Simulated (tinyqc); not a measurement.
# Precursor delivery and alloy composition in metal-organic vapour-phase epitaxy, step by step

A worked calculation. Computed by tinyqc, a small Python program that keeps every step. Command: `OMP_NUM_THREADS=1 python tinyqc.py 3025321 3025322 out.jsonl movpe walk`. One thread of a shared host (Intel(R) Xeon(R) Processor @ 2.30GHz), about 0.01 s of CPU time with the checks. Intermediate numbers are printed to about 6 digits and carried at full precision; extremes and crossings named in words are read from the listed rows.

Carrier gas leaves each bubbler saturated. Group-III species cross a boundary layer and react at the surface; element 2 can also desorb. The film is (1)_(1-x) (2)_x V with a zinc-blende cell.

Inputs (values chosen for the exercise, close to those used for AlGaAs from TMAl and TMGa):

| quantity | value | unit |
|---|---|---|
| source 1: a in log10(p/torr) = a - b/T | 8.22 | - |
| source 1: b | 2134 | K |
| source 1: bath temperature | 23 | C |
| source 1: carrier flow | 19 | sccm |
| source 2: a | 8.07 | - |
| source 2: b | 1703 | K |
| source 2: bath temperature | 4 | C |
| source 2: carrier flow | 29 | sccm |
| bubbler pressure p_b | 1000 | torr |
| group-V hydride flow | 93 | sccm |
| total flow | 12 | slm |
| reactor pressure p | 75 | torr |
| diffusivity D0 at 273.15 K and 760 torr | 0.41 | cm^2/s |
| boundary layer delta | 0.72 | cm |
| prefactor of the surface rate k_s | 1.1e+13 | cm/s |
| energy of k_s | 1.8 | eV |
| prefactor of the loss of element 2 | 4.2e+16 | layers/s |
| energy of the loss | 3.58 | eV |
| lattice constant a | 5.655 | angstrom |
| growth temperature T | 640 | C |

Constants: k_B = 1.380649e-23 J/K; k_B = 8.617333262e-05 eV/K.

## Molar flows

Temperatures in kelvin are T(C) + 273.15. Vapour pressure p_v = 10^(a - b/T); precursor flow = carrier flow x p_v/(p_b - p_v); 1 sccm = 44.615 micromol/min; V/III = hydride flow over the sum of both; gas share x_g = F2/(F1 + F2).

vapour pressures (torr): source 1 10.3322, source 2 84.2002

molar flows (micromol/min): F1 8.84988, F2 118.957

V/III ratio = 32.4645

gas share x_g = 0.930756

The slope of F2 with the temperature of bath 2 is b ln(10)/T^2 x p_b/(p_b - p_v) = 5.6 % per kelvin. Caution: trimethylaluminium is largely a dimer in the vapour, which would double its metal flow; it is counted as a monomer here.

## Transport to the surface

Partial pressure p_i = p F_i/(44615 x total flow in slm); density n_i = p_i/(k_B T), 1 torr = 133.322 Pa; D = D0 (T/273.15)^1.75 (760/p), h = D/delta, the same for both; k_s = prefactor x exp(-energy/(k_B T)); arrival J_i = n_i/(1/h + 1/k_s); in layers per second g_i = J_i a^2/2 (two group-III sites per a^2 on (001)).

densities (1/cm^3): n1 1.31103e+13, n2 1.76225e+14

h = 47.6925 cm/s

k_s = 1279.35 cm/s

arrival rates (layers/s): g1 0.963835, g2 12.9556

Growth is transport-limited.

## Composition and growth rate

Loss of element 2 is r x with r = prefactor x exp(-energy/(k_B T)). Then x = (g2 - r x)/(g1 + g2 - r x), or r x^2 - (g1 + g2 + r) x + g2 = 0, smaller root; growth rate G = g1/(1 - x) layers/s; one layer is a/2 thick, 1 angstrom/s = 0.36 um/h. Distribution coefficient = [x/(1 - x)]/[x_g/(1 - x_g)], x_g = g2/(g1 + g2).

loss rate r = 7.32528e-04 layers/s

solid share x = 0.930753

growth rate G = 14.1679 um/h

distribution coefficient = 0.999947

Desorption is negligible, so the solid copies the gas. Caution: the lattice constant is held fixed as x changes, delta does not respond to the flow, both precursors share one D and k_s, and gas-phase side reactions are left out.

## Three regimes over temperature

The formulas are those given above.

Growth:

| T (C) | k_s/h | r (layers/s) | x | G (um/h) |
|---|---|---|---|---|
| 450 | 9.90099e-02 | 4.71528e-09 | 0.930756 | 1.1115 |
| 500 | 5.70335e-01 | 1.93651e-07 | 0.930756 | 4.7114 |
| 550 | 2.63761e+00 | 5.06425e-06 | 0.930756 | 9.8587 |
| 600 | 1.01736e+01 | 9.11314e-05 | 0.930756 | 12.9393 |
| 650 | 3.37190e+01 | 1.19910e-03 | 0.930751 | 14.3894 |
| 700 | 9.83293e+01 | 1.21071e-02 | 0.930704 | 15.2486 |
| 750 | 2.57130e+02 | 9.75157e-02 | 0.930353 | 15.8512 |
| 800 | 6.12336e+02 | 6.46670e-01 | 0.928104 | 15.9507 |
| 850 | 1.34492e+03 | 3.62359e+00 | 0.913821 | 13.7816 |

G peaks at 800 C among these rows. Between the first rows the apparent energy is 1.39 eV, against 1.8 eV for k_s, as control is already mixed; k_s passes h between 500 and 550 C, well above which G depends weakly on T until desorption sets in.  Caution: in these rows, too, a is fixed and both precursors share one D and k_s.

Checks made by the program: balance of element 2 (relative difference below 1e-10).
